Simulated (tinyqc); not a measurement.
Worked calculation: domain walls in a thin film with perpendicular anisotropy: Bloch, Neel and chiral walls, motion and stripe domains. Computed by tinyqc, a small Python program that keeps every step. Command: `OMP_NUM_THREADS=1 python tinyqc.py 3018323 3018324 out.jsonl mwall walk`. One thread of a shared host (Intel(R) Xeon(R) Processor @ 2.30GHz), about 0.01 s of CPU time with the checks. Intermediate numbers are printed to about 6 digits and carried at full precision; extremes and crossings named in words are read from the listed rows.

One-dimensional wall: polar angle theta(x), azimuth phi of the moment in the wall (phi = 0 Neel, 90 degrees Bloch). mu_0 = 1.25663706212e-6 T m/A, gamma = 1.76085963023e11 rad/(s T).

Inputs (values chosen for the exercise, for a model film):
```
quantity                      value    unit
saturation magnetisation M_s   1070    kA/m
exchange stiffness A             19    pJ/m
uniaxial anisotropy K_u        1030  kJ/m^3
DMI constant D                  1.5  mJ/m^2
thickness t                    0.88      nm
damping alpha                  0.37       -
field mu_0 H_z                  0.4      mT
```

Drive: magnetic field.

## Width and energy of the Bloch wall

K_eff = K_u - mu_0 M_s^2/2; Delta = sqrt(A/K_eff); sigma_0 = 4 sqrt(A K_eff); profile theta = 2 arctan exp(x/Delta); quality factor Q = 2 K_u/(mu_0 M_s^2).

K_eff = 310.638 kJ/m^3

width parameter Delta = 7.82077 nm

sigma_0 = 9.71772 mJ/m^2

quality factor Q = 1.43182

## Bloch or Neel

sigma(phi) = sigma_0 + 2 Delta K_D cos^2(phi) - pi D cos(phi), with the wall shape anisotropy K_D = N_x mu_0 M_s^2/2, N_x = t ln 2/(pi Delta). The minimum has cos(phi) = D/D_N for D < D_N = 4 Delta K_D/pi and phi = 0 beyond; sigma turns negative at D_c = (sigma_0 + 2 Delta K_D)/pi.

K_D = 17.8590 kJ/m^3

D_N = 0.177834 mJ/m^2

azimuth phi = 0 degrees

wall energy sigma = 5.28467 mJ/m^2

D_c = 3.18216 mJ/m^2

A pure chiral Neel wall. D is 0.47 of D_c.

## Walker breakdown

Field drive: steady motion v = gamma Delta B/alpha needs B = (alpha/2) [2 B_D sin(phi) - B_K sin(2 phi)] in size, B_K = 2 K_D/M_s, B_D = pi D/(2 M_s Delta), with phi moving from its rest value; the Walker field B_W is the largest value of |B_D sin(phi) - (B_K/2) sin(2 phi)| times alpha, reached at cos(phi) = [d - sqrt(d^2 + 8)]/4, d = B_D/B_K. Far above B_W/alpha, v = gamma Delta B alpha/(1 + alpha^2); this is used for all B above B_W.

B_K = 33.3812 mT

B_D = 281.565 mT

Walker field B_W = 104.899 mT

velocity at B_W = 390.429 m/s

velocity at B = 1.48879 m/s

B is below B_W: steady motion. Without D, B_W would be alpha B_K/2 = 6.18 mT, so D raises it 17.0 times.

## Stripe domains

Dipolar length l = sigma/(mu_0 M_s^2); for t much smaller than the period the domain width is w = 0.955 t exp(pi l/t) (Kaplan and Gehring), given as log10 of w in nm.

dipolar length l = 3.67316 nm

log10 of the domain width in nm = 5.61946

Equilibrium domains are about 420000 nm wide.

## Raising D

The formulas are those given above.

Wall against D; the last column is the Kaplan-Gehring width, log10[0.955 t exp(pi sigma/(mu_0 M_s^2 t))/nm], with a dash where it falls below 10 Delta and the formula fails:
```
D (mJ/m^2)  phi (degrees)  sigma (mJ/m^2)  sigma/sigma_0  log10 domain width
0.036             78.3206         9.70627       0.998822             10.3844
0.089             59.9692         9.64775       0.992800             10.3213
0.140             38.0708         9.54459       0.982185             10.2101
0.640              0.0000         7.98644       0.821843              8.5310
1.300              0.0000         5.91299       0.608475              6.2966
1.900              0.0000         4.02803       0.414504              4.2653
2.500              0.0000         2.14308       0.220533              2.2340
2.900              0.0000         0.88644       0.091219                   -
```

D_N is 6 % of D_c, so a small D fixes the chirality long before it lowers the energy much. Beyond D_N sigma falls by pi per unit of D, and the domain width, which has sigma in an exponent, drops by 8.2 decades over the valid rows (values above 6 mean a single domain in any device).

Checks made by the program: sigma_0 against the integral over the profile (relative difference below 1e-10); B_W against a scan of phi (relative difference below 1e-10).
